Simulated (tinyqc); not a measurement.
UHF in the sto-3g basis, for BeH+, spin multiplicity 1, step by step (part 2 of 3). Computed by tinyqc, a small Python program that keeps every step (integrals from PySCF). Command: `OMP_NUM_THREADS=1 python tinyqc.py 25480 25481 out.jsonl` (the two numbers bound the seeds that draw the settings). One thread of a shared host (Intel(R) Xeon(R) Processor @ 2.60GHz), about 0.09 s of CPU time with the checks.

Geometry (angstrom):
```
atom         x         y         z
Be    0.000000  0.000000  0.000000
H     0.000000  0.000000  1.445000
```

## Iteration 3: building the Fock matrix

D(alpha) after iteration 2, order 1Be 1s, 1Be 2s, 1Be 2px, 1Be 2py, 1Be 2pz, 2H 1s:
```
[[1.016651, -0.063451, 0.003128, -0.034512, -0.059072, -0.088842],
 [-0.063451, 0.262666, -0.009248, 0.102034, 0.166883, 0.253417],
 [0.003128, -0.009248, 0.000326, -0.003601, -0.005892, -0.008947],
 [-0.034512, 0.102034, -0.003601, 0.039733, 0.065012, 0.098714],
 [-0.059072, 0.166883, -0.005892, 0.065012, 0.106380, 0.161524],
 [-0.088842, 0.253417, -0.008947, 0.098714, 0.161524, 0.245256]]
```

D(beta) after iteration 2, order 1Be 1s, 1Be 2s, 1Be 2px, 1Be 2py, 1Be 2pz, 2H 1s:
```
[[1.016651, -0.063451, -0.003128, 0.034512, -0.059072, -0.088842],
 [-0.063451, 0.262666, 0.009248, -0.102034, 0.166883, 0.253417],
 [-0.003128, 0.009248, 0.000326, -0.003601, 0.005892, 0.008947],
 [0.034512, -0.102034, -0.003601, 0.039733, -0.065012, -0.098714],
 [-0.059072, 0.166883, 0.005892, -0.065012, 0.106380, 0.161524],
 [-0.088842, 0.253417, 0.008947, -0.098714, 0.161524, 0.245256]]
```

core Hamiltonian H = T + V (hartree), order 1Be 1s, 1Be 2s, 1Be 2px, 1Be 2py, 1Be 2pz, 2H 1s:
```
[[-8.233330, -2.027296, 0.000000, 0.000000, -0.015479, -0.438521],
 [-2.027296, -2.450647, 0.000000, 0.000000, -0.135972, -1.044512],
 [0.000000, 0.000000, -1.947836, 0.000000, 0.000000, 0.000000],
 [0.000000, 0.000000, 0.000000, -1.947836, 0.000000, 0.000000],
 [-0.015479, -0.135972, 0.000000, 0.000000, -2.052541, -1.120785],
 [-0.438521, -1.044512, 0.000000, 0.000000, -1.120785, -1.923935]]
```

Two-electron integrals (ij|kl) in chemists' order, unique and non-zero (hartree):
```
(11|11) 2.298831   (21|11) 0.392036   (21|21) 0.079539   (22|11) 0.570988
(22|21) 0.143041   (22|22) 0.417683   (31|31) 0.014607   (32|31) 0.021888
(32|32) 0.092265   (33|11) 0.569578   (33|21) 0.143083   (33|22) 0.417589
(33|33) 0.449859   (41|41) 0.014607   (42|41) 0.021888   (42|42) 0.092265
(43|43) 0.024249   (44|11) 0.569578   (44|21) 0.143083   (44|22) 0.417589
(44|33) 0.401360   (44|44) 0.449859   (51|51) 0.014607   (52|51) 0.021888
(52|52) 0.092265   (53|53) 0.024249   (54|54) 0.024249   (55|11) 0.569578
(55|21) 0.143083   (55|22) 0.417589   (55|33) 0.401360   (55|44) 0.401360
(55|55) 0.449859   (61|11) 0.082307   (61|21) 0.016690   (61|22) 0.030263
(61|33) 0.030047   (61|44) 0.030047   (61|51) 0.001481   (61|52) 0.002789
(61|55) 0.030710   (61|61) 0.003674   (62|11) 0.197458   (62|21) 0.050178
(62|22) 0.159333   (62|33) 0.153319   (62|44) 0.153319   (62|51) 0.006577
(62|52) 0.040127   (62|55) 0.171218   (62|61) 0.011647   (62|62) 0.090022
(63|31) 0.004637   (63|32) 0.021627   (63|53) 0.006972   (63|63) 0.008342
(64|41) 0.004637   (64|42) 0.021627   (64|54) 0.006972   (64|64) 0.008342
(65|11) 0.211077   (65|21) 0.054300   (65|22) 0.180837   (65|33) 0.170119
(65|44) 0.170119   (65|51) 0.010696   (65|52) 0.062480   (65|55) 0.202091
(65|61) 0.013180   (65|62) 0.116282   (65|65) 0.155201   (66|11) 0.363980
(66|21) 0.094169   (66|22) 0.334904   (66|33) 0.310619   (66|44) 0.310619
(66|51) 0.014572   (66|52) 0.114451   (66|55) 0.383209   (66|61) 0.022444
(66|62) 0.239685   (66|65) 0.328880   (66|66) 0.774606
```

nuclear repulsion = 1.46485041 hartree

J_ij = sum D_kl (ij|kl) with D = D(alpha) + D(beta), K_ij = sum D_kl (ik|jl) for each spin; F = H + J - K(s); E = tr D H + tr D J / 2 - 0.5 sum_s tr D(s) K(s) + E_nn.

Coulomb J (hartree), order 1Be 1s, 1Be 2s, 1Be 2px, 1Be 2py, 1Be 2pz, 2H 1s:
```
[[5.527312, 1.020198, 0.000000, 0.000000, 0.031358, 0.219497],
 [1.020198, 1.898282, 0.000000, 0.000000, 0.192610, 0.826214],
 [0.000000, 0.000000, 1.865777, -0.000349, 0.000000, 0.000000],
 [0.000000, 0.000000, -0.000349, 1.869599, 0.000000, 0.000000],
 [0.031358, 0.192610, 0.000000, 0.000000, 1.950235, 0.980991],
 [0.219497, 0.826214, 0.000000, 0.000000, 0.980991, 1.898919]]
```

exchange K(alpha) (hartree), order 1Be 1s, 1Be 2s, 1Be 2px, 1Be 2py, 1Be 2pz, 2H 1s:
```
[[2.305603, 0.403794, -0.000009, 0.000095, -0.001474, 0.086336],
 [0.403794, 0.292814, -0.005764, 0.063599, 0.192195, 0.289067],
 [-0.000009, -0.005764, 0.054433, -0.001533, -0.004092, -0.005407],
 [0.000095, 0.063599, -0.001533, 0.071205, 0.045151, 0.059652],
 [-0.001474, 0.192195, -0.004092, 0.045151, 0.218250, 0.293415],
 [0.086336, 0.289067, -0.005407, 0.059652, 0.293415, 0.493715]]
```

exchange K(beta) (hartree), order 1Be 1s, 1Be 2s, 1Be 2px, 1Be 2py, 1Be 2pz, 2H 1s:
```
[[2.305603, 0.403794, 0.000009, -0.000095, -0.001474, 0.086336],
 [0.403794, 0.292814, 0.005764, -0.063599, 0.192195, 0.289067],
 [0.000009, 0.005764, 0.054433, -0.001533, 0.004092, 0.005407],
 [-0.000095, -0.063599, -0.001533, 0.071205, -0.045151, -0.059652],
 [-0.001474, 0.192195, 0.004092, -0.045151, 0.218250, 0.293415],
 [0.086336, 0.289067, 0.005407, -0.059652, 0.293415, 0.493715]]
```

F(alpha) (hartree), order 1Be 1s, 1Be 2s, 1Be 2px, 1Be 2py, 1Be 2pz, 2H 1s:
```
[[-5.011621, -1.410893, 0.000009, -0.000095, 0.017354, -0.305360],
 [-1.410893, -0.845180, 0.005764, -0.063599, -0.135558, -0.507365],
 [0.000009, 0.005764, -0.136492, 0.001183, 0.004092, 0.005407],
 [-0.000095, -0.063599, 0.001183, -0.149442, -0.045151, -0.059652],
 [0.017354, -0.135558, 0.004092, -0.045151, -0.320557, -0.433209],
 [-0.305360, -0.507365, 0.005407, -0.059652, -0.433209, -0.518731]]
```

F(beta) (hartree), order 1Be 1s, 1Be 2s, 1Be 2px, 1Be 2py, 1Be 2pz, 2H 1s:
```
[[-5.011621, -1.410893, -0.000009, 0.000095, 0.017354, -0.305360],
 [-1.410893, -0.845180, -0.005764, 0.063599, -0.135558, -0.507365],
 [-0.000009, -0.005764, -0.136492, 0.001183, -0.004092, -0.005407],
 [0.000095, 0.063599, 0.001183, -0.149442, 0.045151, 0.059652],
 [0.017354, -0.135558, -0.004092, 0.045151, -0.320557, -0.433209],
 [-0.305360, -0.507365, -0.005407, 0.059652, -0.433209, -0.518731]]
```

total energy of this density = -14.64368216 hartree

## Iteration 3: DIIS over 3 matrices

error matrix X^T (FDS - SDF) X (alpha):
```
[[0.000000, 0.001389, -0.000306, 0.003377, 0.001205, 0.000424],
 [-0.001389, 0.000000, 0.002092, -0.023085, -0.009728, -0.008318],
 [0.000306, -0.002092, 0.000000, 0.000000, -0.001259, -0.002158],
 [-0.003377, 0.023085, 0.000000, 0.000000, 0.013892, 0.023807],
 [-0.001205, 0.009728, 0.001259, -0.013892, 0.000000, 0.005090],
 [-0.000424, 0.008318, 0.002158, -0.023807, -0.005090, 0.000000]]
```

B (overlaps of the stored error matrices):
```
[[1.3959029e-01, 5.4350900e-02, 2.5024004e-02],
 [5.4350900e-02, 3.1177790e-02, 1.2302250e-02],
 [2.5024004e-02, 1.2302250e-02, 6.0325082e-03]]
```

Minimise |sum c_i e_i|^2 with sum c_i = 1: solve [B -1; -1 0][c; lambda] = [0; -1] with B_ij = tr e_i^T e_j summed over both spins, and take F = sum c_i F_i.

DIIS coefficients: [-0.140888, -0.239673, 1.380561]

extrapolated F(alpha) (hartree), order 1Be 1s, 1Be 2s, 1Be 2px, 1Be 2py, 1Be 2pz, 2H 1s:
```
[[-5.016615, -1.408293, 0.000070, -0.000774, 0.019784, -0.304392],
 [-1.408293, -0.868619, 0.004369, -0.048205, -0.139615, -0.523751],
 [0.000070, 0.004369, -0.141212, -0.001049, 0.001932, 0.003233],
 [-0.000774, -0.048205, -0.001049, -0.129730, -0.021312, -0.035668],
 [0.019784, -0.139615, 0.001932, -0.021312, -0.323999, -0.434105],
 [-0.304392, -0.523751, 0.003233, -0.035668, -0.434105, -0.516979]]
```

extrapolated F(beta) (hartree), order 1Be 1s, 1Be 2s, 1Be 2px, 1Be 2py, 1Be 2pz, 2H 1s:
```
[[-5.016615, -1.408293, -0.000070, 0.000774, 0.019784, -0.304392],
 [-1.408293, -0.868619, -0.004369, 0.048205, -0.139615, -0.523751],
 [-0.000070, -0.004369, -0.141212, -0.001049, -0.001932, -0.003233],
 [0.000774, 0.048205, -0.001049, -0.129730, 0.021312, 0.035668],
 [0.019784, -0.139615, -0.001932, 0.021312, -0.323999, -0.434105],
 [-0.304392, -0.523751, -0.003233, 0.035668, -0.434105, -0.516979]]
```

## Iteration 3: diagonalisation and new density

X, order 1Be 1s, 1Be 2s, 1Be 2px, 1Be 2py, 1Be 2pz, 2H 1s:
```
[[1.027694, -0.145195, 0.000000, 0.000000, -0.011108, 0.022938],
 [-0.145195, 1.128167, 0.000000, 0.000000, 0.117358, -0.298884],
 [0.000000, 0.000000, 1.000000, 0.000000, 0.000000, 0.000000],
 [0.000000, 0.000000, 0.000000, 1.000000, 0.000000, 0.000000],
 [-0.011108, 0.117358, 0.000000, 0.000000, 1.135581, -0.346576],
 [0.022938, -0.298884, 0.000000, 0.000000, -0.346576, 1.233577]]
```

Diagonalise F' = X^T F X, C = X C', fill 2 alpha and 2 beta electrons from the bottom; D(s) = C_occ C_occ^T. Each column has its largest component positive (the first on a tie).

F' = X^T F X (alpha) (hartree):
```
[[-4.908209, -0.705506, -0.000510, 0.005622, 0.022184, -0.028356],
 [-0.705506, -0.480982, 0.004179, -0.046111, 0.009566, -0.350526],
 [-0.000510, 0.004179, -0.141212, -0.001049, 0.001585, 0.002014],
 [0.005622, -0.046111, -0.001049, -0.129730, -0.017489, -0.022224],
 [0.022184, 0.009566, 0.001585, -0.017489, -0.144572, -0.358260],
 [-0.028356, -0.350526, 0.002014, -0.022224, -0.358260, -0.175605]]
```

orbital energies (alpha) (hartree): [-5.019371, -0.726904, -0.265990, -0.141307, -0.124106, 0.297370]

coefficients C (alpha), order 1Be 1s, 1Be 2s, 1Be 2px, 1Be 2py, 1Be 2pz, 2H 1s:
```
[[0.993083, -0.191030, -0.198001, 0.000000, 0.032693, 0.122091],
 [0.025866, 0.572564, 0.745126, 0.000000, -0.104907, -0.708682],
 [-0.000035, -0.007742, -0.009011, 0.995918, -0.089444, -0.002490],
 [0.000388, 0.085418, 0.099422, 0.090264, 0.986872, 0.027472],
 [-0.002647, 0.301339, -0.637749, 0.000000, 0.064895, -0.960108],
 [-0.001756, 0.480622, -0.241572, 0.000000, -0.050665, 1.199900]]
```

F' = X^T F X (beta) (hartree):
```
[[-4.908209, -0.705506, 0.000510, -0.005622, 0.022184, -0.028356],
 [-0.705506, -0.480982, -0.004179, 0.046111, 0.009566, -0.350526],
 [0.000510, -0.004179, -0.141212, -0.001049, -0.001585, -0.002014],
 [-0.005622, 0.046111, -0.001049, -0.129730, 0.017489, 0.022224],
 [0.022184, 0.009566, -0.001585, 0.017489, -0.144572, -0.358260],
 [-0.028356, -0.350526, -0.002014, 0.022224, -0.358260, -0.175605]]
```

orbital energies (beta) (hartree): [-5.019371, -0.726904, -0.265990, -0.141307, -0.124106, 0.297370]

coefficients C (beta), order 1Be 1s, 1Be 2s, 1Be 2px, 1Be 2py, 1Be 2pz, 2H 1s:
```
[[0.993083, -0.191030, -0.198001, 0.000000, -0.032693, 0.122091],
 [0.025866, 0.572564, 0.745126, 0.000000, 0.104907, -0.708682],
 [0.000035, 0.007742, 0.009011, 0.995918, -0.089444, 0.002490],
 [-0.000388, -0.085418, -0.099422, 0.090264, 0.986872, -0.027472],
 [-0.002647, 0.301339, -0.637749, 0.000000, -0.064895, -0.960108],
 [-0.001756, 0.480622, -0.241572, 0.000000, 0.050665, 1.199900]]
```

D(alpha) after iteration 3, order 1Be 1s, 1Be 2s, 1Be 2px, 1Be 2py, 1Be 2pz, 2H 1s:
```
[[1.022706, -0.083690, 0.001444, -0.015932, -0.060194, -0.093557],
 [-0.083690, 0.328499, -0.004434, 0.048917, 0.172468, 0.275142],
 [0.001444, -0.004434, 0.000060, -0.000661, -0.002333, -0.003721],
 [-0.015932, 0.048917, -0.000661, 0.007296, 0.025739, 0.041053],
 [-0.060194, 0.172468, -0.002333, 0.025739, 0.090812, 0.144835],
 [-0.093557, 0.275142, -0.003721, 0.041053, 0.144835, 0.231001]]
```

D(beta) after iteration 3, order 1Be 1s, 1Be 2s, 1Be 2px, 1Be 2py, 1Be 2pz, 2H 1s:
```
[[1.022706, -0.083690, -0.001444, 0.015932, -0.060194, -0.093557],
 [-0.083690, 0.328499, 0.004434, -0.048917, 0.172468, 0.275142],
 [-0.001444, 0.004434, 0.000060, -0.000661, 0.002333, 0.003721],
 [0.015932, -0.048917, -0.000661, 0.007296, -0.025739, -0.041053],
 [-0.060194, 0.172468, 0.002333, -0.025739, 0.090812, 0.144835],
 [-0.093557, 0.275142, 0.003721, -0.041053, 0.144835, 0.231001]]
```

## Iteration 4: building the Fock matrix

As before.

Coulomb J (hartree), order 1Be 1s, 1Be 2s, 1Be 2px, 1Be 2py, 1Be 2pz, 2H 1s:
```
[[5.534746, 1.021263, 0.000000, 0.000000, 0.031196, 0.219684],
 [1.021263, 1.899952, 0.000000, 0.000000, 0.190573, 0.824036],
 [0.000000, 0.000000, 1.869844, -0.000064, 0.000000, 0.000000],
 [0.000000, 0.000000, -0.000064, 1.870546, 0.000000, 0.000000],
 [0.031196, 0.190573, 0.000000, 0.000000, 1.950157, 0.977009],
 [0.219684, 0.824036, 0.000000, 0.000000, 0.977009, 1.886408]]
```

exchange K(alpha) (hartree), order 1Be 1s, 1Be 2s, 1Be 2px, 1Be 2py, 1Be 2pz, 2H 1s:
```
[[2.308033, 0.401778, -0.000017, 0.000186, -0.001849, 0.085370],
 [0.401778, 0.314377, -0.002673, 0.029494, 0.193813, 0.298984],
 [-0.000017, -0.002673, 0.058970, -0.000281, -0.001652, -0.002325],
 [0.000186, 0.029494, -0.000281, 0.062050, 0.018225, 0.025658],
 [-0.001849, 0.193813, -0.001652, 0.018225, 0.209387, 0.284969],
 [0.085370, 0.298984, -0.002325, 0.025658, 0.284969, 0.485955]]
```

exchange K(beta) (hartree), order 1Be 1s, 1Be 2s, 1Be 2px, 1Be 2py, 1Be 2pz, 2H 1s:
```
[[2.308033, 0.401778, 0.000017, -0.000186, -0.001849, 0.085370],
 [0.401778, 0.314377, 0.002673, -0.029494, 0.193813, 0.298984],
 [0.000017, 0.002673, 0.058970, -0.000281, 0.001652, 0.002325],
 [-0.000186, -0.029494, -0.000281, 0.062050, -0.018225, -0.025658],
 [-0.001849, 0.193813, 0.001652, -0.018225, 0.209387, 0.284969],
 [0.085370, 0.298984, 0.002325, -0.025658, 0.284969, 0.485955]]
```

F(alpha) (hartree), order 1Be 1s, 1Be 2s, 1Be 2px, 1Be 2py, 1Be 2pz, 2H 1s:
```
[[-5.006617, -1.407812, 0.000017, -0.000186, 0.017566, -0.304206],
 [-1.407812, -0.865072, 0.002673, -0.029494, -0.139212, -0.519460],
 [0.000017, 0.002673, -0.136962, 0.000217, 0.001652, 0.002325],
 [-0.000186, -0.029494, 0.000217, -0.139340, -0.018225, -0.025658],
 [0.017566, -0.139212, 0.001652, -0.018225, -0.311771, -0.428744],
 [-0.304206, -0.519460, 0.002325, -0.025658, -0.428744, -0.523482]]
```

F(beta) (hartree), order 1Be 1s, 1Be 2s, 1Be 2px, 1Be 2py, 1Be 2pz, 2H 1s:
```
[[-5.006617, -1.407812, -0.000017, 0.000186, 0.017566, -0.304206],
 [-1.407812, -0.865072, -0.002673, 0.029494, -0.139212, -0.519460],
 [-0.000017, -0.002673, -0.136962, 0.000217, -0.001652, -0.002325],
 [0.000186, 0.029494, 0.000217, -0.139340, 0.018225, 0.025658],
 [0.017566, -0.139212, -0.001652, 0.018225, -0.311771, -0.428744],
 [-0.304206, -0.519460, -0.002325, 0.025658, -0.428744, -0.523482]]
```

total energy of this density = -14.65703913 hartree

## Iteration 4: DIIS over 4 matrices

error matrix X^T (FDS - SDF) X (alpha):
```
[[0.000000, 0.001543, -0.000035, 0.000386, 0.002264, -0.003264],
 [-0.001543, 0.000000, 0.000839, -0.009261, -0.001899, 0.005739],
 [0.000035, -0.000839, 0.000000, 0.000000, -0.000498, -0.000939],
 [-0.000386, 0.009261, 0.000000, 0.000000, 0.005494, 0.010362],
 [-0.002264, 0.001899, 0.000498, -0.005494, 0.000000, 0.006185],
 [0.003264, -0.005739, 0.000939, -0.010362, -0.006185, 0.000000]]
```

B (overlaps of the stored error matrices):
```
[[1.3959029e-01, 5.4350900e-02, 2.5024004e-02, 9.7693489e-03],
 [5.4350900e-02, 3.1177790e-02, 1.2302250e-02, 3.0123908e-03],
 [2.5024004e-02, 1.2302250e-02, 6.0325082e-03, 2.1929004e-03],
 [9.7693489e-03, 3.0123908e-03, 2.1929004e-03, 1.2729989e-03]]
```

As before.

DIIS coefficients: [-0.093089, 0.436094, -1.108189, 1.765184]

extrapolated F(alpha) (hartree), order 1Be 1s, 1Be 2s, 1Be 2px, 1Be 2py, 1Be 2pz, 2H 1s:
```
[[-5.013016, -1.408306, 0.000011, -0.000121, 0.017376, -0.304026],
 [-1.408306, -0.872887, 0.001094, -0.012069, -0.136913, -0.522915],
 [0.000011, 0.001094, -0.140254, -0.000330, 0.000582, 0.001042],
 [-0.000121, -0.012069, -0.000330, -0.136643, -0.006424, -0.011494],
 [0.017376, -0.136913, 0.000582, -0.006424, -0.310028, -0.426767],
 [-0.304026, -0.522915, 0.001042, -0.011494, -0.426767, -0.523439]]
```

extrapolated F(beta) (hartree), order 1Be 1s, 1Be 2s, 1Be 2px, 1Be 2py, 1Be 2pz, 2H 1s:
```
[[-5.013016, -1.408306, -0.000011, 0.000121, 0.017376, -0.304026],
 [-1.408306, -0.872887, -0.001094, 0.012069, -0.136913, -0.522915],
 [-0.000011, -0.001094, -0.140254, -0.000330, -0.000582, -0.001042],
 [0.000121, 0.012069, -0.000330, -0.136643, 0.006424, 0.011494],
 [0.017376, -0.136913, -0.000582, 0.006424, -0.310028, -0.426767],
 [-0.304026, -0.522915, -0.001042, 0.011494, -0.426767, -0.523439]]
```

## Iteration 4: diagonalisation and new density

As before.

F' = X^T F X (alpha) (hartree):
```
[[-4.904425, -0.705719, -0.000130, 0.001436, 0.018962, -0.027429],
 [-0.705719, -0.486966, 0.000989, -0.010917, 0.010974, -0.345573],
 [-0.000130, 0.000989, -0.140254, -0.000330, 0.000428, 0.000757],
 [0.001436, -0.010917, -0.000330, -0.136643, -0.004726, -0.008348],
 [0.018962, 0.010974, 0.000428, -0.004726, -0.132450, -0.350586],
 [-0.027429, -0.345573, 0.000757, -0.008348, -0.350586, -0.190408]]
```

orbital energies (alpha) (hartree): [-5.015817, -0.720751, -0.262827, -0.140284, -0.136223, 0.284754]

coefficients C (alpha), order 1Be 1s, 1Be 2s, 1Be 2px, 1Be 2py, 1Be 2pz, 2H 1s:
```
[[0.992977, -0.193123, -0.199695, 0.000000, 0.007697, 0.121028],
 [0.026373, 0.576461, 0.756040, 0.000000, -0.025044, -0.701227],
 [-0.000007, -0.002236, -0.001481, 0.995918, -0.090224, -0.000213],
 [0.000082, 0.024673, 0.016345, 0.090264, 0.995475, 0.002355],
 [-0.001887, 0.284847, -0.628914, 0.000000, 0.005568, -0.973062],
 [-0.002319, 0.491426, -0.260802, 0.000000, -0.010719, 1.192496]]
```

F' = X^T F X (beta) (hartree):
```
[[-4.904425, -0.705719, 0.000130, -0.001436, 0.018962, -0.027429],
 [-0.705719, -0.486966, -0.000989, 0.010917, 0.010974, -0.345573],
 [0.000130, -0.000989, -0.140254, -0.000330, -0.000428, -0.000757],
 [-0.001436, 0.010917, -0.000330, -0.136643, 0.004726, 0.008348],
 [0.018962, 0.010974, -0.000428, 0.004726, -0.132450, -0.350586],
 [-0.027429, -0.345573, -0.000757, 0.008348, -0.350586, -0.190408]]
```

orbital energies (beta) (hartree): [-5.015817, -0.720751, -0.262827, -0.140284, -0.136223, 0.284754]

coefficients C (beta), order 1Be 1s, 1Be 2s, 1Be 2px, 1Be 2py, 1Be 2pz, 2H 1s:
```
[[0.992977, -0.193123, -0.199695, 0.000000, -0.007697, 0.121028],
 [0.026373, 0.576461, 0.756040, 0.000000, 0.025044, -0.701227],
 [0.000007, 0.002236, 0.001481, 0.995918, -0.090224, 0.000213],
 [-0.000082, -0.024673, -0.016345, 0.090264, 0.995475, -0.002355],
 [-0.001887, 0.284847, -0.628914, 0.000000, -0.005568, -0.973062],
 [-0.002319, 0.491426, -0.260802, 0.000000, 0.010719, 1.192496]]
```

D(alpha) after iteration 4, order 1Be 1s, 1Be 2s, 1Be 2px, 1Be 2py, 1Be 2pz, 2H 1s:
```
[[1.023301, -0.085140, 0.000425, -0.004684, -0.056884, -0.097209],
 [-0.085140, 0.333003, -0.001289, 0.014225, 0.164154, 0.283227],
 [0.000425, -0.001289, 0.000005, -0.000055, -0.000637, -0.001099],
 [-0.004684, 0.014225, -0.000055, 0.000609, 0.007028, 0.012125],
 [-0.056884, 0.164154, -0.000637, 0.007028, 0.081141, 0.139986],
 [-0.097209, 0.283227, -0.001099, 0.012125, 0.139986, 0.241505]]
```

D(beta) after iteration 4, order 1Be 1s, 1Be 2s, 1Be 2px, 1Be 2py, 1Be 2pz, 2H 1s:
```
[[1.023301, -0.085140, -0.000425, 0.004684, -0.056884, -0.097209],
 [-0.085140, 0.333003, 0.001289, -0.014225, 0.164154, 0.283227],
 [-0.000425, 0.001289, 0.000005, -0.000055, 0.000637, 0.001099],
 [0.004684, -0.014225, -0.000055, 0.000609, -0.007028, -0.012125],
 [-0.056884, 0.164154, 0.000637, -0.007028, 0.081141, 0.139986],
 [-0.097209, 0.283227, 0.001099, -0.012125, 0.139986, 0.241505]]
```
